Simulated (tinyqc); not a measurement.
# Electron mobility in a silicon inversion layer, empirical terms and Matthiessen rule: what changes with what

Inversion layer of sheet density Ns on a uniformly doped body. The mobility terms are empirical power laws with prefactors chosen for the exercise; adding their inverses (Matthiessen) is itself an approximation.

Values chosen for this exercise; material values close to those of silicon: temperature T = 300 K; band gap Eg = 1.12 eV; relative permittivity of the semiconductor eps_r = 11.8; conduction-band density of states at T Nc = 2.78e19 cm^-3; valence-band density of states at T Nv = 2.69e19 cm^-3; body doping Nb = 2.7e18 cm^-3; reverse body bias Vsb = 0.6 V; weight of the inversion charge in the effective field eta = 0.5; phonon-limited mobility at 1 MV/cm and 300 K Ap = 466 cm^2/(V s); roughness-limited mobility at 1 MV/cm As = 1120 cm^2/(V s); exponent of the roughness term gs = 2; Coulomb prefactor Ac = 2000 cm^2/(V s); charge at the interface Nit = 5.1e11 cm^-2; inversion density Ns = 4.9e12 cm^-2.

Constants: q = 1.602176634e-19 C, kB = 1.380649e-23 J/K, Vt = kB T/q, eps0 = 8.8541878128e-14 F/cm where lengths are in cm. Results are converted to the units shown.

Each table varies one quantity; the others keep the values above.

## Universality: two dopings at the same effective field

ni = sqrt(Nc Nv) exp(-Eg/(2 Vt)), Eg in volts; Ndep = sqrt(2 eps0 eps_r Nb (2 Vt ln(Nb/ni) + Vsb)/q); E = q (Ndep + eta Ns)/(eps0 eps_r), in MV/cm. With t = T/(300 K): muC = Ac (Ns/1e12 cm^-2) t/(Nb/1e17 cm^-3 + Nit/1e11 cm^-2), muP = Ap E^(-1/3) t^(-1.75), muS = As E^(-gs); 1/mu is the sum of the inverses. For each E, Ns is chosen to give that field on bodies with Nb = 3e17 and 2.7e18 cm^-3; the last column leaves out muC.

Universality: two dopings at the same effective field:

| E (MV/cm) | Ns, light body (cm^-2) | mu, light (cm^2/(V s)) | Ns, heavy body (cm^-2) | mu, heavy (cm^2/(V s)) | without muC (cm^2/(V s)) |
|---|---|---|---|---|---|
| 1.22 | 1.1088e13 | 250.80 | 8.9782e11 | 46.515 | 276.10 |
| 1.38 | 1.3175e13 | 227.43 | 2.9846e12 | 105.63 | 244.53 |
| 1.56 | 1.5522e13 | 203.15 | 5.3322e12 | 130.35 | 214.52 |
| 1.76 | 1.8131e13 | 179.21 | 7.9406e12 | 135.54 | 186.68 |
| 1.99 | 2.1130e13 | 155.60 | 1.0940e13 | 129.84 | 160.39 |
| 2.25 | 2.4521e13 | 133.38 | 1.4331e13 | 118.32 | 136.39 |
| 2.55 | 2.8434e13 | 112.61 | 1.8244e13 | 103.98 | 114.45 |
| 2.88 | 3.2738e13 | 94.495 | 2.2548e13 | 89.520 | 95.613 |

The heavily doped body has 0.185 of the mobility of the light one in the first row and 0.947 in the last; there they lie 6.4 % below and 1.2 % below the curve without Coulomb scattering, which depends on E alone. The heavy body leaves that curve at low E because its field comes mostly from depletion charge and few carriers screen.

## Effect of the charge at the interface

Same model as above.

The same in every row: E (MV/cm) = 1.527; muP (cm^2/(V s)) = 404.7; muS (cm^2/(V s)) = 480.4.

Result of one run:

| Nit (cm^-2) | muC (cm^2/(V s)) | mu (cm^2/(V s)) |
|---|---|---|
| 1e11 | 350.0 | 135.0 |

What becomes of these results when the charge at the interface Nit is changed from 1e11 to 3.2e12 cm^-2, all else the same?

Result of the changed run:

| Nit (cm^-2) | muC (cm^2/(V s)) | mu (cm^2/(V s)) |
|---|---|---|
| 3.2e12 | 166.1 | 94.58 |

The whole series:

| Nit (cm^-2) | muC (cm^2/(V s)) | mu (cm^2/(V s)) |
|---|---|---|
| 1e10 | 361.6 | 136.7 |
| 3.2e10 | 358.7 | 136.2 |
| 1e11 | 350.0 | 135.0 |
| 3.2e11 | 324.5 | 131.0 |
| 1e12 | 264.9 | 120.1 |
| 3.2e12 | 166.1 | 94.58 |
| 1e13 | 77.17 | 57.10 |

As Nit goes from 1e10 to 1e13 cm^-2, E stays at 1.53 MV/cm and mu falls from 137 to 57.1 cm^2/(V s). The Coulomb term is the smallest in the first and the last row. In every row E passes 1.5 MV/cm, beyond the usual range of such laws.

## Effect of the body doping

Same model as above.

Effect of the body doping:

| Nb (cm^-3) | E (MV/cm) | muC (cm^2/(V s)) | muP (cm^2/(V s)) | muS (cm^2/(V s)) | mu (cm^2/(V s)) |
|---|---|---|---|---|---|
| 2e16 | 0.46659 | 1849.1 | 600.81 | 5144.5 | 416.74 |
| 4.4e16 | 0.51254 | 1769.0 | 582.30 | 4263.5 | 397.27 |
| 9.7e16 | 0.58184 | 1614.5 | 558.19 | 3308.4 | 368.58 |
| 2.1e17 | 0.68322 | 1361.1 | 529.09 | 2399.4 | 328.79 |
| 4.7e17 | 0.84223 | 1000.0 | 493.45 | 1578.9 | 273.23 |
| 1e18 | 1.0649 | 649.01 | 456.33 | 987.56 | 210.76 |
| 2.3e18 | 1.4354 | 348.75 | 413.10 | 543.57 | 140.30 |
| 5e18 | 1.9578 | 177.86 | 372.51 | 292.22 | 85.258 |

As Nb goes from 2e16 to 5e18 cm^-3, E rises from 0.467 to 1.96 MV/cm and mu falls from 417 to 85.3 cm^2/(V s). The smallest term is the phonon one in the first row and the Coulomb one in the last. At Nb = 5e18 cm^-3 E passes 1.5 MV/cm, beyond the usual range of such laws.

Program tinyqc, `OMP_NUM_THREADS=1 python tinyqc.py 2510126 2510127 out.jsonl`; Intel Xeon 2.30GHz, shared host, one thread, about 0.01 s.
